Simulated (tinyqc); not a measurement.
What each parameter does: inversion layer as a triangular well, valleys of the Ge type.

Four ellipsoidal valleys (eight halves) with their long axes along <111>, mass ml along the axis and mt across it. For a valley whose axis makes the angle theta with the surface normal, 1/m_z = cos^2(theta)/ml + sin^2(theta)/mt sets the confinement; in the plane the masses are m_1 = mt and m_2 = ml mt/m_z, and m_d = sqrt(m_1 m_2). The Gamma and Delta valleys are left out; the heavy Delta valleys, about 0.18 eV up, can lie lowest under strong confinement.

The field is taken as constant, e F = 4 pi (e^2/4 pi eps0)(Nd + eta Ns)/eps, with 1e12/cm^2 = 1e-4/angstrom^2, and the oxide as a hard wall at z = 0; c = hbar^2/2m0.

Level j of a valley lies at E_j = a_j (c (e F)^2/m_z)^(1/3) above the band edge at the surface, with the Airy zeros a_j = 2.338107, 4.087949, 5.520560, 6.786708, 7.944134, 9.022651, 10.040174, 11.008524, 11.936016, 12.828777, and has <z> = 2 E_j/(3 e F).

Subband i holds n_i = g m_d/(2 pi c) kB T ln(1 + exp((EF - E_i)/kB T)) (spin included), and EF is fixed by sum n_i = Ns over the levels listed or, where none are listed, over j = 0 to 9 of each group; 1e12/cm^2 = 1e-4/angstrom^2.

Constants: hbar^2/2m0 = 3.80998211 eV angstrom^2; e^2/(4 pi eps0) = 14.39964547 eV angstrom; kB = 8.617333262e-05 eV/K.

Values chosen for the exercise (near those of Ge; not measured data):
- ml = 1.567 m0 (longitudinal mass)
- mt = 0.081 m0 (transverse mass)
- eps = 16.2 (dielectric constant)
- Nd = 0.16 x 1e12/cm^2 (depletion charge)
- eta = 0.5 (share of Ns in the effective field)
- face = 111 (surface)
- Ns = 6 x 1e12/cm^2 (electron sheet density)
- T = 77 K (temperature)

Field, ladders and EF anew.

Results for these values:

| case | lowest E (eV) | EF (eV) | share of lowest (%) | <z> (angstrom) |
|---|---|---|---|---|
| base | 0.0729 | 0.1776 | 59.0 | 19.31 |

What happens to each result for T = 137 K, all else kept?

Answer: lowest E does not change at the printed digits; EF falls from 0.1776 to 0.1704; share of lowest falls from 59.0 to 55.0; <z> rises from 19.31 to 20.66.

The same for each parameter in turn:

| case | lowest E (eV) | EF (eV) | share of lowest (%) | <z> (angstrom) |
|---|---|---|---|---|
| base | 0.0729 | 0.1776 | 59.0 | 19.31 |
| Ns = 3 x 1e12/cm^2 | 0.0475 | 0.1054 | 65.4 | 22.69 |
| Nd = 0.08 x 1e12/cm^2 | 0.0716 | 0.1750 | 58.3 | 19.66 |
| T = 137 K | 0.0729 | 0.1704 | 55.0 | 20.66 |
| ml = 1.724 m0 | 0.0706 | 0.1751 | 59.0 | 18.66 |
| mt = 0.089 m0 | 0.0729 | 0.1717 | 61.3 | 18.88 |
| eps = 14.6 | 0.0781 | 0.1880 | 62.0 | 17.98 |

Computed by tinyqc, a small Python program: `OMP_NUM_THREADS=1 python tinyqc.py 1251764 1251765 out.jsonl` (the numbers bound the seed that draws the inputs); one thread of a shared host (Intel(R) Xeon(R) Processor @ 2.30GHz), about 0.04 s for the whole set of steps.
